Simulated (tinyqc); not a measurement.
What moves the results: round or elliptic silicon nanowire with anisotropic valleys (Ritz method). A value that a table varies takes the place of the one given here.

Wire along x = [100] on a (001) wafer, y = [010], z = [001]. Valley groups, two valleys each (w = inverse masses): A, axis along z: w_y = 1/mt, w_z = 1/ml, m_x = mt; B, axis along y: w_y = 1/ml, w_z = 1/mt, m_x = mt; C, axis along x: w_y = w_z = 1/mt, m_x = ml.

Hard wall on the ellipse (y/a)^2 + (z/b)^2 = 1, c = hbar^2/2m0. With u = y/a, v = z/b the operator is -c [(w_y/a^2) d2/du2 + (w_z/b^2) d2/dv2] on the unit disc. Basis (1 - u^2 - v^2) u^i v^j; S, X and Y are the disc integrals of f f', (df/du)(df'/du) and (df/dv)(df'/dv), from the integral of u^p v^q = 2 Gamma((p+1)/2) Gamma((q+1)/2)/((p + q + 2) Gamma((p+q+2)/2)) for even p, q; H = c (w_y X/a^2 + w_z Y/b^2).

Converged values use 21 functions of each parity class (e or o in u, then in v).

Constants: hbar^2/2m0 = 3.80998211 eV angstrom^2.

Values chosen for the exercise (near those of a Si nanowire; shifted at random, so the results belong to these values and not to a real crystal): ml = 0.9 m0 (longitudinal mass); mt = 0.189 m0 (transverse mass); a = 24 angstrom (semi-axis along y); b = 19 angstrom (semi-axis along z); asp = (0.4, 0.6, 0.8, 1, 1.3, 1.8, 2.5) (ratios a/b); area = 14.3 nm^2 (cross-section, kept fixed); hw = 1 (height over mean width).

## Size of the basis

Lowest level of each group with 1, 3, 6 and 21 even functions.

Levels (meV):

| functions | A | B | C |
|---|---|---|---|
| 1 | 140.17 | 189.57 | 272.52 |
| 3 | 134.06 | 177.96 | 262.33 |
| 6 | 134.00 | 177.61 | 262.28 |
| 21 | 134.00 | 177.61 | 262.28 |

What does this show?

One function errs by 4.6 % for A, 6.7 % for B and 3.9 % for C, six by 0.00018, 0.0043 and 7.1e-05 meV. The error grows with the axis ratio of the stretched ellipse (1.73, 2.76, 1.26); for a circle it is 6/5.783 - 1 = 3.7 %.

## Flattening the wire at fixed area

a = sqrt(area x ratio/pi), b = a/ratio, 1 nm^2 = 100 angstrom^2; lowest level of each group.

Levels (eV):

| a/b | a (angstrom) | b (angstrom) | A | B | C |
|---|---|---|---|---|---|
| 0.4 | 13.5 | 33.7 | 0.3084 | 0.1184 | 0.3628 |
| 0.6 | 16.5 | 27.5 | 0.2195 | 0.1214 | 0.2882 |
| 0.8 | 19.1 | 23.9 | 0.1766 | 0.1349 | 0.2622 |
| 1.0 | 21.3 | 21.3 | 0.1524 | 0.1524 | 0.2561 |
| 1.3 | 24.3 | 18.7 | 0.1325 | 0.1816 | 0.2645 |
| 1.8 | 28.6 | 15.9 | 0.1194 | 0.2336 | 0.2988 |
| 2.5 | 33.7 | 13.5 | 0.1184 | 0.3084 | 0.3628 |

What does this show?

Each group is lowest where its stretched ellipse is a circle, at a/b = sqrt(w_y/w_z): 2.18 for A, 0.46 for B and 1.00 for C. The lowest group is B in the first row and A in the last, A and B crossing at a/b = 1 by symmetry; B - A is -190 meV in the first row and +190 meV in the last.

## Shape of the cross-section

Equal area, hard walls, lowest level of -c (w_y d2/dy2 + w_z d2/dz2), c = hbar^2/2m0. Rectangle W x H with H/W = hw; ellipse with b/a = hw; trapezoid of height H, base W/0.8 and top 0.6 of the base; isosceles triangle of height H and base 2W. Ellipse, trapezoid and triangle by converged Ritz bases; 1 nm^2 = 100 angstrom^2.

Levels:

| shape | A (eV) | B (eV) | B - A (meV) |
|---|---|---|---|
| rectangle | 0.1683 | 0.1683 | 0.0 |
| ellipse | 0.1524 | 0.1524 | 0.0 |
| trapezoid | 0.1656 | 0.1711 | 5.5 |
| triangle | 0.1492 | 0.2294 | 80.1 |

W = 37.8 angstrom
H = 37.8 angstrom

What can be read from the table?

For group A the order is triangle, ellipse, trapezoid, rectangle, spanning 13 %. For group B the order is ellipse, rectangle, trapezoid, triangle, spanning 51 %. The ellipse lies below the rectangle for both groups, since corners hold little of the wave function. The triangle is lowest for A, whose light mass lies across the width and gains from the wide base. The spacing B - A of the valley groups runs from 0 to 80 meV.

## What each parameter does

Lowest level of groups A and B. Each row changes one parameter from the base and keeps the others.

Results:

| case | A (eV) | B (eV) | B - A (meV) |
|---|---|---|---|
| base | 0.1340 | 0.1776 | 43.6 |
| a = 22 angstrom | 0.1526 | 0.1824 | 29.7 |
| b = 17 angstrom | 0.1428 | 0.2153 | 72.5 |
| ml = 1.008 m0 | 0.1302 | 0.1748 | 44.7 |
| mt = 0.208 m0 | 0.1250 | 0.1637 | 38.7 |

How do the results move?

The largest shifts from the base row, up to three for each result and ties (the steps differ in size, so this ranks the rows, not the parameters). A (eV): a +0.0186, mt -0.0090, b +0.0088. B (eV): b +0.0377, mt -0.0139, a +0.0048. B - A (meV): b +28.9, a -13.9, mt -4.9.

Run: tinyqc, `OMP_NUM_THREADS=1 python tinyqc.py 1250892 1250893 out.jsonl`; Intel(R) Xeon(R) Processor @ 2.30GHz, one thread, shared host; about 0.03 s of CPU time with all checks.
